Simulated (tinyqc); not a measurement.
Inside a calculation. Method: coupled-perturbed Hartree-Fock on RHF in the sto-3g basis, for H2, spin multiplicity 1. The polarisability along this axis is zero because the basis has no function that the field can mix in; the real value is not. One step of it, computed by the program tinyqc.

Question. Iteration 1: building the Fock matrix. J_ij = sum D_kl (ij|kl), K_ij = sum D_kl (ik|jl); F = H + J - 0.5 K; E = tr D H + tr D J / 2 - 0.25 tr D K + E_nn.

D at the start, order 1H 1s, 2H 1s:
```
[[0.670075, 0.670075],
 [0.670075, 0.670075]]
```

core Hamiltonian H = T + V (hartree), order 1H 1s, 2H 1s:
```
[[-0.976369, -0.676279],
 [-0.676279, -0.976369]]
```

Two-electron integrals (ij|kl) in chemists' order, unique and non-zero (hartree):
```
(11|11) 0.774606   (21|11) 0.306086   (21|21) 0.154986   (22|11) 0.475767
(22|21) 0.306086   (22|22) 0.774606
```

nuclear repulsion = 0.52549872 hartree

Give: Coulomb J; exchange K; Fock matrix F; total energy of this density.

Answer.

Coulomb J (hartree), order 1H 1s, 2H 1s:
```
[[1.248, 0.618],
 [0.618, 1.248]]
```

exchange K (hartree), order 1H 1s, 2H 1s:
```
[[1.033, 0.833],
 [0.833, 1.033]]
```

Fock matrix F (hartree), order 1H 1s, 2H 1s:
```
[[-0.245, -0.475],
 [-0.475, -0.245]]
```

total energy of this density = -1.06413 hartree
